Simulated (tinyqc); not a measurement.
Inside a calculation. Method: Pariser-Parr-Pople SCF with singles CI, for the molecule C=CC1=CC=C(N)C1=C (SMILES; centres numbered as the heavy atoms are written). Computed by tinyqc, a small Python program that keeps every step. Settings: charge = 0, gamma = MN, start = core, damping = 0.5, iteration cap = 64, excitations kept = 9. Command: `OMP_NUM_THREADS=1 python tinyqc.py 27705 27706 out.jsonl` (the two numbers bound the seeds that draw the settings). One thread of a shared host (Intel(R) Xeon(R) Processor @ 2.60GHz), about 0.02 s of CPU time with the checks. Later iterations appear only in the table of the cycle.

## PPP integrals

Centres (angstrom, eV; a flat drawing with bonds scaled to 1.40 angstrom):
```
centre          x          y  core charge z          W   gamma_rr
1C      -2.787000   0.610000              1  11.160000  11.130000
2C      -2.076000  -0.597000              1  11.160000  11.130000
3C      -0.676000  -0.584000              1  11.160000  11.130000
4C       0.157000  -1.709000              1  11.160000  11.130000
5C       1.485000  -1.264000              1  11.160000  11.130000
6C       1.472000   0.136000              1  11.160000  11.130000
7N       2.597000   0.969000              2  25.600000  16.800000
8C       0.137000   0.556000              1  11.160000  11.130000
9C      -0.308000   1.884000              1  11.160000  11.130000
```

Resonance integrals (eV):
```
i  j       beta
1  2  -2.390000
2  3  -2.390000
3  4  -2.390000
4  5  -2.390000
5  6  -2.390000
6  7  -2.240000
6  8  -2.390000
8  9  -2.390000
8  3  -2.390000
```

Mataga-Nishimoto: gamma = 14.399645/(R + a), a = 2 x 14.399645/(gamma_rr + gamma_ss); H_rr = -W_r - sum_(s != r) z_s gamma_rs; H_rs = beta for bonds.

repulsion gamma_rs (eV):
```
           1C         2C         3C         4C         5C         6C         7N         8C
1C  11.130000   5.343860   3.871868   2.856267   2.416563   2.581014   2.240465   3.413640
2C   5.343860  11.130000   5.345419   3.801054   2.928723   2.928725   2.416234   3.800261
3C   3.871868   5.345419  11.130000   5.345883   4.045718   4.045722   3.094118   5.345136
4C   2.856267   3.801054   5.345883  11.130000   5.344399   4.045485   3.094031   4.046143
5C   2.416563   2.928723   4.045718   5.344399  11.130000   5.345419   4.084213   4.046425
6C   2.581014   2.928725   4.045722   4.045485   5.345419  11.130000   5.923463   5.346514
7N   2.240465   2.416234   3.094118   3.094031   4.084213   5.923463  16.800000   4.084367
8C   3.413640   3.800261   5.345136   4.046143   4.046425   5.346514   4.084367  11.130000
9C   3.528482   3.317682   3.800327   2.928702   2.928794   3.800839   3.532080   5.344399

           9C
1C   3.528482
2C   3.317682
3C   3.800327
4C   2.928702
5C   2.928794
6C   3.800839
7N   3.532080
8C   5.344399
9C  11.130000
```

core matrix H (eV):
```
            1C          2C          3C          4C          5C          6C          7N          8C
1C  -39.652624   -2.390000    0.000000    0.000000    0.000000    0.000000    0.000000    0.000000
2C   -2.390000  -43.458194   -2.390000    0.000000    0.000000    0.000000    0.000000    0.000000
3C    0.000000   -2.390000  -49.148310   -2.390000    0.000000    0.000000    0.000000   -2.390000
4C    0.000000    0.000000   -2.390000  -45.715996   -2.390000    0.000000    0.000000    0.000000
5C    0.000000    0.000000    0.000000   -2.390000  -46.384465   -2.390000    0.000000    0.000000
6C    0.000000    0.000000    0.000000    0.000000   -2.390000  -51.100644   -2.240000   -2.390000
7N    0.000000    0.000000    0.000000    0.000000    0.000000   -2.240000  -54.068971    0.000000
8C    0.000000    0.000000   -2.390000    0.000000    0.000000   -2.390000    0.000000  -50.671251
9C    0.000000    0.000000    0.000000    0.000000    0.000000    0.000000    0.000000   -2.390000

            9C
1C    0.000000
2C    0.000000
3C    0.000000
4C    0.000000
5C    0.000000
6C    0.000000
7N    0.000000
8C   -2.390000
9C  -43.873384
```

## Starting guess

pi electrons, sum of z_r less the charge = 10

Orbitals of the core matrix H.

P at the start:
```
           1C         2C         3C         4C         5C         6C         7N         8C
1C   0.038781   0.122225   0.171901  -0.061351  -0.102297   0.076359  -0.018282  -0.076430
2C   0.122225   0.405300   0.667424  -0.086041  -0.273129   0.169895  -0.038710  -0.177141
3C   0.171901   0.667424   1.559220   0.374364  -0.148262  -0.019640   0.005657   0.173721
4C  -0.061351  -0.086041   0.374364   0.996716   0.876860  -0.266596   0.054666  -0.037348
5C  -0.102297  -0.273129  -0.148262   0.876860   1.123635   0.309748  -0.064466  -0.077553
6C   0.076359   0.169895  -0.019640  -0.266596   0.309748   1.863482   0.028365   0.111418
7N  -0.018282  -0.038710   0.005657   0.054666  -0.064466   0.028365   1.994092  -0.022717
8C  -0.076430  -0.177141   0.173721  -0.037348  -0.077553   0.111418  -0.022717   1.724977
9C  -0.073036  -0.205412  -0.139790   0.065833   0.051687  -0.197692   0.038108   0.621827

           9C
1C  -0.073036
2C  -0.205412
3C  -0.139790
4C   0.065833
5C   0.051687
6C  -0.197692
7N   0.038108
8C   0.621827
9C   0.293798
```

## Iteration 1: Fock matrix

F_rr = H_rr + P_rr gamma_rr / 2 + sum_(s != r) P_ss gamma_rs; F_rs = H_rs - P_rs gamma_rs / 2; E = tr P (H + F) / 2 + core repulsion sum_(r<s) z_r z_s gamma_rs.

F (eV):
```
           1C         2C         3C         4C         5C         6C         7N         8C
1C  -9.469150  -2.716576  -0.332790   0.087617   0.123604  -0.098542   0.020480   0.130452
2C  -2.716576  -7.775479  -4.173830   0.163522   0.399959  -0.248788   0.046766   0.336592
3C  -0.332790  -4.173830  -4.234513  -3.390654   0.299913   0.039729  -0.008751  -2.854282
4C   0.087617   0.163522  -3.390654  -2.628956  -4.733144   0.539255  -0.084568   0.075557
5C   0.123604   0.399959   0.299913  -4.733144  -1.269850  -3.217867   0.131647   0.156907
6C  -0.098542  -0.248788   0.039729   0.539255  -3.217867  -0.945373  -2.324010  -2.687850
7N   0.020480   0.046766  -0.008751  -0.084568   0.131647  -2.324010  -4.633547   0.046392
8C   0.130452   0.336592  -2.854282   0.075557   0.156907  -2.687850   0.046392  -2.807416
9C   0.128853   0.340746   0.265624  -0.096403  -0.075690   0.375698  -0.067301  -4.051647

           9C
1C   0.128853
2C   0.340746
3C   0.265624
4C  -0.096403
5C  -0.075690
6C   0.375698
7N  -0.067301
8C  -4.051647
9C  -5.276330
```

pi energy = -116.860685 eV

## Iteration 1: orbitals and new P

Diagonalise F (the basis is taken as orthonormal) and form P = 2 sum c c over the lowest orbitals; 0.5 of the old P is kept.

orbital energies (eV): -12.792143  -9.771989  -7.880294  -6.974566  -5.664636  -2.338243  -2.143936  3.414328  5.110865

P after iteration 1:
```
           1C         2C         3C         4C         5C         6C         7N         8C
1C   0.990963   0.152766  -0.017290  -0.027784   0.010441   0.067665  -0.040039  -0.063214
2C   0.152766   0.887727   0.723599  -0.111121  -0.310542   0.059671   0.045627  -0.076694
3C  -0.017290   0.723599   1.211719   0.411180  -0.000804  -0.002525  -0.064879   0.230676
4C  -0.027784  -0.111121   0.411180   1.019553   0.848898  -0.077901  -0.109991  -0.016356
5C   0.010441  -0.310542  -0.000804   0.848898   0.957652   0.309759   0.021132  -0.037432
6C   0.067665   0.059671  -0.002525  -0.077901   0.309759   1.216944   0.414503   0.175692
7N  -0.040039   0.045627  -0.064879  -0.109991   0.021132   0.414503   1.704658   0.053709
8C  -0.063214  -0.076694   0.230676  -0.016356  -0.037432   0.175692   0.053709   1.266566
9C   0.011546  -0.226906  -0.026905  -0.032759  -0.040399  -0.074551  -0.085540   0.758924

           9C
1C   0.011546
2C  -0.226906
3C  -0.026905
4C  -0.032759
5C  -0.040399
6C  -0.074551
7N  -0.085540
8C   0.758924
9C   0.744219
```

## Iteration 2: Fock matrix

As before.

F (eV):
```
           1C         2C         3C         4C         5C         6C         7N         8C
1C  -5.566332  -2.798179   0.033473   0.039679  -0.012616  -0.087322   0.044853   0.107895
2C  -2.798179  -5.099898  -4.323969   0.211189   0.454746  -0.087380  -0.055123   0.145729
3C   0.033473  -4.323969  -4.702072  -3.489061   0.001627   0.005107   0.100371  -3.006496
4C   0.039679   0.211189  -3.489061  -4.739954  -4.658425   0.157573   0.170158   0.033090
5C  -0.012616   0.454746   0.001627  -4.658425  -4.937344  -3.217896  -0.043154   0.075732
6C  -0.087322  -0.087380   0.005107   0.157573  -3.217896  -5.326993  -3.467646  -2.859669
7N   0.044853  -0.055123   0.100371   0.170158  -0.043154  -3.467646  -9.559405  -0.109683
8C   0.107895   0.145729  -3.006496   0.033090   0.075732  -2.859669  -0.109683  -4.943044
9C  -0.020370   0.376401   0.051124   0.047971   0.059160   0.141677   0.151067  -4.417997

           9C
1C  -0.020370
2C   0.376401
3C   0.051124
4C   0.047971
5C   0.059160
6C   0.141677
7N   0.151067
8C  -4.417997
9C  -5.478928
```

pi energy = -126.049612 eV

## Iteration 2: orbitals and new P

As before.

orbital energies (eV): -13.173645  -11.270790  -9.687129  -9.304502  -5.716931  -4.002441  -1.312165  1.564084  2.549549

P after iteration 2:
```
           1C         2C         3C         4C         5C         6C         7N         8C
1C   1.230037   0.400660  -0.136490  -0.154437   0.105089   0.202219  -0.138416  -0.068750
2C   0.400660   0.933899   0.703430  -0.038675  -0.276444  -0.017701   0.074663  -0.029682
3C  -0.136490   0.703430   1.177976   0.466523  -0.059312  -0.104075   0.014528   0.280897
4C  -0.154437  -0.038675   0.466523   0.975673   0.796495   0.003613  -0.150970  -0.024878
5C   0.105089  -0.276444  -0.059312   0.796495   1.033597   0.423222  -0.066582  -0.044027
6C   0.202219  -0.017701  -0.104075   0.003613   0.423222   1.005846   0.505974   0.240105
7N  -0.138416   0.074663   0.014528  -0.150970  -0.066582   0.505974   1.680620   0.024878
8C  -0.068750  -0.029682   0.280897  -0.024878  -0.044027   0.240105   0.024878   1.124726
9C   0.008159  -0.203133  -0.012593  -0.121230  -0.063271   0.072481  -0.180287   0.823259

           9C
1C   0.008159
2C  -0.203133
3C  -0.012593
4C  -0.121230
5C  -0.063271
6C   0.072481
7N  -0.180287
8C   0.823259
9C   0.837626
```

## Convergence

Stop when output and input P, before any damping, agree to 1e-7.

Course of the cycle:
```
iteration         E (eV)  largest |P(out) - P(in)|
1          -116.86068474                  1.90e+00
2          -126.04961153                  4.96e-01
3          -130.01152828                  3.83e-01
4          -132.64821679                  2.36e-01
5          -134.23644073                  1.44e-01
6          -135.13943916                  8.92e-02
7          -135.63905507                  5.61e-02
8          -135.91196469                  4.07e-02
9          -136.06020113                  3.02e-02
10         -136.14056758                  2.24e-02
11         -136.18414501                  1.65e-02
...                  ...                       ...
46         -136.23621591                  1.15e-06
47         -136.23621591                  8.83e-07
48         -136.23621591                  6.78e-07
49         -136.23621591                  5.21e-07
50         -136.23621591                  4.01e-07
51         -136.23621591                  3.09e-07
52         -136.23621591                  2.38e-07
53         -136.23621591                  1.85e-07
54         -136.23621591                  1.48e-07
55         -136.23621591                  1.19e-07
56         -136.23621591                  9.59e-08
```

Converged in 56 iterations.

## Converged orbitals

Charges are z - P_rr.

orbital energies (eV): -14.005294  -11.910538  -10.497763  -9.964844  -7.797267  -2.819652  -0.397273  1.625429  2.483850

coefficients:
```
         MO1        MO2        MO3        MO4        MO5        MO6        MO7        MO8
1C  0.078194  -0.275154  -0.358899  -0.362533  -0.443038   0.227552   0.592944   0.034921
2C  0.173898  -0.421654  -0.385965  -0.336345  -0.148677  -0.068443  -0.571842  -0.054652
3C  0.353781  -0.444306  -0.086853   0.043916   0.477371  -0.253078  -0.072380   0.057763
4C  0.282343  -0.228017  -0.190762   0.500864   0.275093   0.366334   0.291219  -0.366950
5C  0.320692   0.079271  -0.154518   0.528723  -0.401041   0.182085  -0.227593   0.571927
6C  0.497322   0.353781  -0.027483   0.059304  -0.366223  -0.376479  -0.034660  -0.570900
7N  0.355491   0.579119  -0.338537  -0.376416   0.416550   0.261770   0.002706   0.195455
8C  0.468111  -0.135392   0.476419  -0.170639   0.002539  -0.308129   0.326720   0.360796
9C  0.251182  -0.109291   0.558638  -0.220855  -0.097875   0.637909  -0.267608  -0.190789

          MO9
1C   0.238900
2C  -0.416043
3C   0.606179
4C  -0.389484
5C   0.120664
6C   0.142313
7N  -0.041287
8C  -0.417826
9C   0.198969
```

pi charges: 1C -0.076690, 2C 0.015532, 3C -0.119847, 4C 0.010718, 5C -0.146771, 6C -0.021764, 7N 0.216876, 8C 0.012884, 9C 0.109061

## Singles CI, singlets

Over the 9 single excitations with the smallest orbital gaps: A = (e_a - e_i) delta + 2 (ia|jb) - (ij|ab), with (pq|rs) = sum c_mp c_mq gamma_mn c_nr c_ns. f = 2/3 w |mu|^2 in atomic units, mu = sqrt2 sum c_ia sum_m c_mi c_ma R_m.

singlet CI matrix (eV):
```
           5>6        4>6        5>7        3>6        2>6        5>8        4>7        3>7
5>6   1.871667   0.184343   0.442302  -0.245997   0.344627   0.294170  -0.007248   0.056673
4>6   0.184343   4.378044   0.405457  -0.283963  -0.081437  -0.476990   0.237620   0.263688
5>7   0.442302   0.405457   4.460187  -0.161431   0.073501  -0.189570  -0.023555   0.216331
3>6  -0.245997  -0.283963  -0.161431   4.813730  -0.044020   0.225162   0.069298  -0.197559
2>6   0.344627  -0.081437   0.073501  -0.044020   5.638338   0.065339  -0.035518   0.045268
5>8   0.294170  -0.476990  -0.189570   0.225162   0.065339   6.179546  -0.124045   0.001472
4>7  -0.007248   0.237620  -0.023555   0.069298  -0.035518  -0.124045   6.646274   0.228183
3>7   0.056673   0.263688   0.216331  -0.197559   0.045268   0.001472   0.228183   7.058267
5>9  -0.209206  -0.010215   0.185601   0.089924   0.184179   0.095239   0.019397   0.193986

           5>9
5>6  -0.209206
4>6  -0.010215
5>7   0.185601
3>6   0.089924
2>6   0.184179
5>8   0.095239
4>7   0.019397
3>7   0.193986
5>9   6.968543
```

singlet excitation energies (eV): 1.711876  3.951690  4.506002  4.966290  5.659026  6.317219  6.583287  6.965596  7.353610

oscillator strengths: 0.092156  0.137436  0.156354  0.726595  0.218667  0.545835  0.126050  0.346336  0.658263

## Singles CI, triplets

Over the 9 single excitations with the smallest orbital gaps: A = (e_a - e_i) delta - (ij|ab), with (pq|rs) = sum c_mp c_mq gamma_mn c_nr c_ns.

triplet CI matrix (eV):
```
           5>6        4>6        5>7        3>6        2>6        5>8        4>7        3>7
5>6   0.564605   0.095116  -0.187127   0.372313   0.202193  -0.371136  -0.378651  -0.269155
4>6   0.095116   2.803973  -0.378651   0.544381   0.197365   0.619202  -0.193156  -0.395645
5>7  -0.187127  -0.378651   3.030124  -0.269155  -0.033599   0.157537  -0.910377  -0.673337
3>6   0.372313   0.544381  -0.269155   2.493219   0.474185   0.034607  -0.395645   0.478416
2>6   0.202193   0.197365  -0.033599   0.474185   4.607457  -0.143671  -0.100656  -0.471944
5>8  -0.371136   0.619202   0.157537   0.034607  -0.143671   4.460007  -0.194701  -0.019110
4>7  -0.378651  -0.193156  -0.910377  -0.395645  -0.100656  -0.194701   5.170166  -0.497776
3>7  -0.269155  -0.395645  -0.673337   0.478416  -0.471944  -0.019110  -0.497776   5.329957
5>9   0.370436  -0.008921   0.107540  -0.136748  -0.417464  -0.077547  -0.448789  -0.484755

           5>9
5>6   0.370436
4>6  -0.008921
5>7   0.107540
3>6  -0.136748
2>6  -0.417464
5>8  -0.077547
4>7  -0.448789
3>7  -0.484755
5>9   5.447446
```

triplet excitation energies (eV): 0.364539  1.876248  2.153642  3.197659  4.265525  4.729415  5.310871  5.909209  6.099846
